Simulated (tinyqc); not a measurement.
Worked calculation: CID on RHF in the sto-3g basis, for HeH+, spin multiplicity 1. Computed by tinyqc, a small Python program that keeps every step (integrals from PySCF). Settings: charge = 1, multiplicity = 1, basis = sto-3g, method = RHF, energy threshold = 1e-10, iteration cap = 72, orthogonalisation = symmetric, start = Wolfsberg-Helmholz matrix, DIIS depth = 6, ci = CID. Command: `OMP_NUM_THREADS=1 python tinyqc.py 30948 30949 out.jsonl` (the two numbers bound the seeds that draw the settings). One thread of a shared host (Intel(R) Xeon(R) Processor @ 2.60GHz), about 0.1 s of CPU time with the checks. The early iterations of the SCF are left out here.

## One-electron integrals

Geometry (angstrom):
```
atom        x        y        z
He    0.00000  0.00000  0.00000
H     0.00000  0.00000  0.77600
```

Basis sto-3g: exponents (1/bohr^2) and contraction coefficients of normalised primitives:
```
element  l (shell)  exponent  coefficient
He           s (1)   6.36242      0.15433
He           s (1)   1.15892      0.53533
He           s (1)   0.31365      0.44463
H            s (1)   3.42525      0.15433
H            s (1)   0.62391      0.53533
H            s (1)   0.16886      0.44463
```

Overlap, kinetic and nuclear-attraction integrals over the contracted functions; the nuclear repulsion is the sum of Za Zb / Rab.

nuclear repulsion = 1.3638588 hartree

overlap S, order 1He 1s, 2H 1s:
```
[[1.00000, 0.53563],
 [0.53563, 1.00000]]
```

kinetic energy T (hartree), order 1He 1s, 2H 1s:
```
[[1.41176, 0.19629],
 [0.19629, 0.76003]]
```

nuclear attraction V (hartree), order 1He 1s, 2H 1s:
```
[[-4.00873, -1.62426],
 [-1.62426, -2.48974]]
```

core Hamiltonian H = T + V (hartree), order 1He 1s, 2H 1s:
```
[[-2.59697, -1.42797],
 [-1.42797, -1.72971]]
```

## Two-electron integrals

Functions are numbered as in S; the eight-fold symmetry (ij|kl) = (ji|kl) = (kl|ij) leaves the list below.

Two-electron integrals (ij|kl) in chemists' order, unique and non-zero (hartree):
```
(11|11) 1.05571   (21|11) 0.44276   (21|21) 0.22322   (22|11) 0.59002
(22|21) 0.36635   (22|22) 0.77461
```

## Orthogonalisation

S = U s U^T; symmetric (Loewdin) form X = U s^(-1/2) U^T, so that X^T S X = 1.

eigenvalues of S: [0.46437, 1.53563]

X, order 1He 1s, 2H 1s:
```
[[1.13722, -0.33025],
 [-0.33025, 1.13722]]
```

## Iteration 9 (converged): orbitals

converged F (hartree), order 1He 1s, 2H 1s:
```
[[-1.58888, -1.05840],
 [-1.05840, -0.83225]]
```

Diagonalise F' = X^T F X, C = X C', fill 1 alpha and 1 beta electrons from the bottom; D = 2 C_occ C_occ^T. Each column has its largest component positive (the first on a tie).

F' = X^T F X (hartree):
```
[[-1.35061, -0.57494],
 [-0.57494, -0.45461]]
```

orbital energies (hartree): [-1.63148, -0.17374]

coefficients C, order 1He 1s, 2H 1s:
```
[[0.87684, -0.79592],
 [0.20245, 1.16677]]
```

D after iteration 9, order 1He 1s, 2H 1s:
```
[[1.53770, 0.35503],
 [0.35503, 0.08197]]
```

## Convergence

Stop when the energy changes by less than 1e-10 hartree and every element of the error matrix X^T (F D S - S D F) X is below 3e-06.

Course of the cycle:
```
iteration  E (hartree)     change  largest element of the error matrix
1           -2.7978654          -                             3.41e-01
2           -2.8414523  -4.36e-02                             4.23e-02
3           -2.8421673  -7.15e-04                             1.13e-03
4           -2.8421677  -4.11e-07                             5.04e-04
5           -2.8421678  -6.00e-08                             3.26e-04
6           -2.8421678  -1.95e-08                             2.42e-04
7           -2.8421678  -8.70e-09                             1.92e-04
8           -2.8421678  -1.50e-08                             1.77e-06
9           -2.8421678  -1.27e-12                             1.73e-08
```

PySCF RHF in the same basis = -2.8421678 hartree

Converged in 9 iterations.

## Integrals over molecular orbitals

(pq|rs) = sum C_ip C_jq C_kr C_ls (ij|kl), one index at a time.

one-electron integrals over orbitals h = C^T H C (hartree):
```
[[-2.57454, 0.17300],
 [0.17300, -1.34770]]
```

Two-electron integrals over orbitals (pq|rs), unique and non-zero (hartree):
```
(11|11) 0.94306    (21|11) -0.17300   (21|21) 0.14522    (22|11) 0.65959
(22|21) 0.03754    (22|22) 0.75244
```

## CID: determinants and Hamiltonian

Hartree-Fock energy = -2.8421678 hartree

Slater-Condon rules over spin orbitals, with the nuclear repulsion added and E(HF) subtracted on the diagonal.

Occupation strings over the orbitals (2 doubly, a alpha, b beta, 0 empty; spin orbitals ordered 1a 1b 2a 2b ...): 20 02

H - E(HF) between determinants (hartree), order 20, 02:
```
[[0.00000, 0.14522],
 [0.14522, 2.26307]]
```

## CID: roots

Diagonalise (each vector has its largest component positive (the first on a tie)); all determinants have Ms = 0, so triplets appear too. The lowest singlet root is the correlation energy.

lowest roots of this matrix, relative to E(HF) (hartree): [-0.00928, 2.27235]

lowest vectors, order 20, 02:
```
[[0.99796, 0.06378],
 [-0.06378, 0.99796]]
```

<S^2> of these roots: [0.00000, 0.00000]

weight of the ground state by excitation level 0, 1, 2, ...: [0.99593, 0.00000, 0.00407]
